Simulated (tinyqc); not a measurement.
Sub-threshold conduction and electro-thermal threshold of an amorphous chalcogenide: one step of the calculation.

Trap-limited conduction: I = I0 exp(-Ea/kB T) sinh(q V dz/(2 ua kB T)), I0 = 2 q A Nt dz/ta. One lumped temperature T = T0 + Rt I V. The threshold is the largest V for which a steady state exists on the low-current branch.

Task. Isothermal quantities. I0, the low-field resistance 2 ua kB T0 exp(Ea/kB T0)/(q dz I0), the slope voltage V0 = 2 ua kB T0/(q dz), and I at V without heating.

Values chosen for this exercise; values of the order of Ge-Sb-Te and related chalcogenides: ambient temperature T0 = 330 K; cross-section A = 1700 nm^2; amorphous thickness ua = 25 nm; distance between traps dz = 8.6 nm; activation energy Ea = 0.3 eV; trap density Nt = 2e19 cm^-3; attempt time ta = 1e-15 s; voltage across the amorphous layer V = 0.274 V.

Constants: q = 1.602176634e-19 C, kB = 1.380649e-23 J/K. Results are converted to the units shown.

Wanted: I0; low-field resistance; V0; I without heating.

Result.

I0 = 93.70 mA
low-field resistance = 0.06734 Mohm
V0 = 0.1653 V
I without heating = 6.205 uA

Range of the model: Purely electronic switching mechanisms, filaments and series resistance are left out.

tinyqc, about 0.01 s, one thread, Intel Xeon 2.30GHz (shared host): `OMP_NUM_THREADS=1 python tinyqc.py 2490037 2490038 out.jsonl`
